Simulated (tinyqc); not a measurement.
Van der Pauw, Hall and four-point-probe measurements on a doped layer: correction factor against the shape of the sample.

A uniform p-type layer with sheet resistance Rs = 1/(q ns mu), point contacts, low field (mu B small).

Rs = 1/(q ns mu). For a rectangle with contacts at the corners, RA = (8 Rs/pi) sum_(k>=0) ln coth((2k + 1) pi a/(2 b)) with current along a short side b and voltage along the opposite one, RB the same with a and b exchanged. ar = a/b. F = Rs/[(pi/ln 2)(RA + RB)/2]; small-asymmetry estimate 1 - (ln 2/2) d^2 - ((ln 2)^2/4 - (ln 2)^3/12) d^4 with d = (RB - RA)/(RB + RA).

Inputs (values chosen for the exercise):
```
symbol   value        unit                     meaning
ns      1.8e14       cm^-2  sheet density of the layer
mu          42  cm^2/(V s)              drift mobility
```

Constants: q = 1.602176634e-19 C. Results are converted to the units shown.

Result of one run:
```
ar    RA (ohm)  RB (ohm)  RB/RA       F  estimate of F
1.34     62.46     408.2  6.536  0.7740         0.7861
```

What becomes of these results when the side ratio a/b of a rectangular sample with corner contacts ar is changed from 1.34 to 3.4, all else the same?

Result of the changed run:
```
ar   RA (ohm)  RB (ohm)    RB/RA       F  estimate of F
3.4   0.09657      2078  2.152e4  0.1753         0.5612
```

The whole series:
```
ar    RA (ohm)  RB (ohm)    RB/RA       F  estimate of F
1        182.2     182.2    1.000   1.000          1.000
1.34     62.46     408.2    6.536  0.7740         0.7861
1.69     20.79     677.0    32.55  0.5221         0.6213
2.03     7.146     950.9    133.1  0.3803         0.5767
2.37     2.456      1229    500.6  0.2958         0.5653
2.71    0.8439      1509     1788  0.2413         0.5623
3.06    0.2810      1798     6397  0.2026         0.5614
3.4    0.09657      2078  2.152e4  0.1753         0.5612
```

RB/RA rises from 1.00 to 21500 and F falls from 1.00 to 0.175. The estimate is 19 % above F at a/b = 1.69 and 3.20 times it in the last row. RA shrinks about as exp(-pi a/b): by a factor of 2.91 between the last two rows, against 2.91.

Computed by the program tinyqc: `OMP_NUM_THREADS=1 python tinyqc.py 2850187 2850188 out.jsonl`, one thread of a shared Intel Xeon 2.30GHz, about 0.01 s for the whole run.
